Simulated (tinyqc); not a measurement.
From results to parameters: Morse oscillator. Computed by the program tinyqc.

Problem. A Morse oscillator has levels we (n + 1/2) - wexe (n + 1/2)^2 with wexe = we^2/(4 De) and we = a sqrt(2 De/m) in atomic units (1 hartree = 219474.63 cm^-1 = 27.211386 eV, 1 u = 1822.888 electron masses). Find we, wexe, De and a.

spacings 0-1 and 1-2 (cm^-1): 2049.459707  2005.678339
reduced mass = 1.760009 u

Solution. The spacings are we - 2 wexe and we - 4 wexe, so their difference is 2 wexe; De = we^2/(4 wexe) and a = sqrt(2 m wexe).

we, wexe (cm^-1): 2093.241  21.891
De = 6.204 eV
a = 0.800 1/bohr
